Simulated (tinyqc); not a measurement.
Worked calculation: electrons shared among three sets of ellipsoidal valleys. Values are carried at full precision from step to step, so a last printed digit may differ when a step is redone from the rounded ones.

Constants: hbar^2/2m0 = 3.80998211 eV angstrom^2; kB = 8.617333262e-05 eV/K.

Values chosen for the exercise (masses and offsets near those of Si; mobilities are free inputs, held fixed; the results hold for these values, not for the real material): ml = (0.909, 0.909, 1.722) m0 (longitudinal masses of Delta2, Delta4, L); mt = (0.1926, 0.1926, 0.1243) m0 (transverse masses); M = (2, 4, 4) (valleys in each set); T = 200 K; dE = (0, 0.029, 0.924) eV (edges of Delta2, Delta4, L above the first, the first two split by strain); n = 9.9e+16 1/cm^3 (total electron density); mu = (1700, 1100, 420) cm^2/(V s) (mobility of each set, for current in the plane normal to the Delta2 axis).

## Masses of each set

One valley: m_d = (ml mt^2)^(1/3). Whole set: m_de = M^(2/3) m_d. Mean over three axes: 1/m_c = (1/ml + 2/mt)/3. Anisotropy K = ml/mt.

m_d, m_de, m_c (m0) and K of each set:
```
set        m_d    m_de     m_c      K
Delta2  0.3231  0.5128  0.2612   4.72
Delta4  0.3231  0.8141  0.2612   4.72
L       0.2985  0.7523  0.1800  13.85
```

m_de/m_c is 1.96 for Delta2, 3.12 for Delta4, 4.18 for L: many anisotropic valleys give many states at a light conductivity mass. m_c is the mean over three axes; a set that holds only some of the equivalent valleys conducts with a mass that depends on direction.

## Effective densities of states

N_i = M_i times N = 2 (m kB T/(4 pi c))^(3/2) with c = hbar^2/2m0, in 1/angstrom^3; times 1e24 for 1/cm^3, with m = (ml mt^2)^(1/3).

kT = 0.017235 eV

N_i (1/cm^3): Delta2 5.0165e+18, Delta4 1.0033e+19, L 8.9122e+18

## Fermi level and populations

F_j(eta) = (1/Gamma(j + 1)) integral_0^infinity x^j dx/(1 + exp(x - eta)), which tends to exp(eta) for eta << 0.

Solve n = sum_i N_i F_1/2((EF - dE_i)/kT), energies from the edge of the first set.

EF = -0.0730 eV

eta_i: Delta2 -4.24, Delta4 -5.92, L -57.85

n_i (1/cm^3): Delta2 7.21e+16, Delta4 2.69e+16, L 6.70e-07

shares: Delta2 0.7282, Delta4 0.2718, L 0.0000

Delta2 holds most electrons (72.8 %). Boltzmann weights N_i exp(-dE_i/kT) would give Delta4 a share of 0.2710.

## Drift and Hall mobility of the mixture

With f_i the shares, mu_drift = sum f_i mu_i; low-field Hall mobility mu_H = sum f_i mu_i^2/mu_drift (scattering and anisotropy factors set to 1); the Hall density is n mu_drift/mu_H; rho = 1/(e n mu_drift), e = 1.602176634e-19 C.

mu_drift = 1537 cm^2/(V s)
mu_H = 1583 cm^2/(V s)
Hall density = 9.61e+16 1/cm^3
rho = 0.0410 ohm cm

A Hall measurement would read 97.1 % of the true density.

## Checks

- Share of Delta4 at n = 1e10 1/cm^3 against the Boltzmann weight: both 0.2710.

Run: tinyqc, `OMP_NUM_THREADS=1 python tinyqc.py 1652014 1652015 out.jsonl`; Intel(R) Xeon(R) Processor @ 2.30GHz, one thread, shared host; about 0.01 s of CPU time with all checks.
